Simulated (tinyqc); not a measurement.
# Two-dimensional dopant profile at a mask edge: lateral junction, overlap and effective channel length, step by step

A worked calculation. Computed by tinyqc, a small Python program that keeps every step. Command: `OMP_NUM_THREADS=1 python tinyqc.py 3025388 3025389 out.jsonl lateral walk`. One thread of a shared host (Intel(R) Xeon(R) Processor @ 2.30GHz), about 0.01 s of CPU time with the checks. Intermediate numbers are printed to about 6 digits and carried at full precision; extremes and crossings named in words are read from the listed rows.

Ions enter for y < 0; the mask (spacer, then gate) covers y > 0. x is the depth. The surface reflects dopant during the anneal.

Inputs (values chosen for the exercise, modelled on a source-drain extension in silicon):

| quantity | value | unit |
|---|---|---|
| dose Q | 2.2e+15 | 1/cm^2 |
| projected range R_p | 59 | nm |
| vertical straggle | 19 | nm |
| lateral straggle | 19 | nm |
| anneal budget D t | 1.4e-12 | cm^2 |
| channel doping C_B | 2.7e+18 | 1/cm^3 |
| gate length L_g | 310 | nm |
| offset spacer | 21 | nm |
| oxide thickness | 4 | nm |

Constants: eps_0 = 8.8541878128e-12 F/m.

## Widths and vertical profile

Widths s_x^2 = (vertical straggle)^2 + 2 D t, s_y^2 = (lateral straggle)^2 + 2 D t. C(x, y) = V(x) (1/2) erfc(y/(sqrt2 s_y)), V(x) = Q/(sqrt(2 pi) s_x) [exp(-(x - R_p)^2/(2 s_x^2)) + exp(-(x + R_p)^2/(2 s_x^2))]; 1 nm = 1e-7 cm. The vertical junction far from the mask solves V(x) = C_B.

s_x = 25.3180 nm

s_y = 25.3180 nm

V at the surface = 4.58880e+19 1/cm^3

V at R_p = 3.46667e+20 1/cm^3

vertical junction x_j = 137.894 nm

## Lateral junction at the surface

The lateral junction at depth x solves C = C_B: y_j(x) = sqrt2 s_y erfc^-1(2 C_B/V(x)). Overlap under the gate = y_j(0) - spacer; metallurgical channel L_met = L_g - 2 overlap (tails from the two sides are not added). Abruptness at y_j(0) in nm per decade = ln(10) s_y sqrt(pi/2) exp(u^2) erfc(u), u = y_j/(sqrt2 s_y). Overlap capacitance per width = 3.9 eps_0 overlap/t_ox (zero if there is no overlap).

lateral junction y_j(0) = 39.6124 nm

ratio y_j(0)/x_j = 0.287267

overlap = 18.6124 nm

metallurgical channel L_met = 272.775 nm

lateral abruptness = 29.2393 nm/decade

overlap capacitance = 0.160678 fF/um

The two overlaps take 12 % of the gate length. Caution: the profile peaks below the surface, where the junction reaches further under the gate than y_j(0); the overlap given is the one at the surface.

## Junction contour

The lateral junction at depth x solves C = C_B: y_j(x) = sqrt2 s_y erfc^-1(2 C_B/V(x)). Depths are 0, 0.15, 0.3, 0.45, 0.6, 0.75, 0.9 and 0.97 of x_j.

Contour:

| x/x_j | x (nm) | V (1/cm^3) | y_j (nm) |
|---|---|---|---|
| 0.00 | 0.000 | 4.58880e+19 | 39.6124 |
| 0.15 | 20.684 | 1.12745e+20 | 50.0864 |
| 0.30 | 41.368 | 2.72146e+20 | 58.9736 |
| 0.45 | 62.052 | 3.44154e+20 | 61.1691 |
| 0.60 | 82.736 | 2.23378e+20 | 57.0756 |
| 0.75 | 103.420 | 7.43819e+19 | 45.4546 |
| 0.90 | 124.104 | 1.27065e+19 | 20.1991 |
| 0.97 | 133.757 | 4.43292e+18 | -7.0111 |

The contour reaches furthest, 61.17 nm, at x/x_j = 0.45 among these rows, below the surface, where punch-through would start. It crosses the mask edge where V = 2 C_B.

## What the anneal budget does

x_j solves V(x) = C_B. Budgets are multiples of the given D t (at 0 the mirror term is kept, which overstates V(0) as implanted); those with V(0) not above 2.5 C_B are left out.

Junctions (nm):

| multiple | s_x | s_y | x_j | y_j(0) | y_j/x_j | L_met |
|---|---|---|---|---|---|---|
| 0.0 | 19.0000 | 19.0000 | 119.931 | 6.670 | 0.055617 | 338.660 |
| 0.1 | 19.7231 | 19.7231 | 122.020 | 12.317 | 0.100940 | 327.367 |
| 0.3 | 21.0950 | 21.0950 | 125.958 | 20.796 | 0.165102 | 310.408 |
| 1.0 | 25.3180 | 25.3180 | 137.894 | 39.612 | 0.287267 | 272.775 |
| 2.0 | 30.3480 | 30.3480 | 151.786 | 56.685 | 0.373452 | 238.630 |
| 4.0 | 38.4838 | 38.4838 | 173.632 | 79.706 | 0.459050 | 192.588 |
| 8.0 | 51.0000 | 51.0000 | 206.016 | 110.251 | 0.535158 | 131.498 |
| 16.0 | 69.5773 | 69.5773 | 251.977 | 150.384 | 0.596817 | 51.232 |

The ratio y_j/x_j goes from 0.06 to 0.60: as implanted, x_j includes R_p and y_j only the lateral straggle; after long diffusion both scale roughly with sqrt(D t) as long as V(0) stays far above C_B, and the ratio stays below 1 because the edge starts from half the concentration and an erfc falls faster than the Gaussian. L_met shrinks by 287.4 nm over the rows.

Checks made by the program: lateral profile against the convolution of a step with a Gaussian (relative difference below 1e-10).
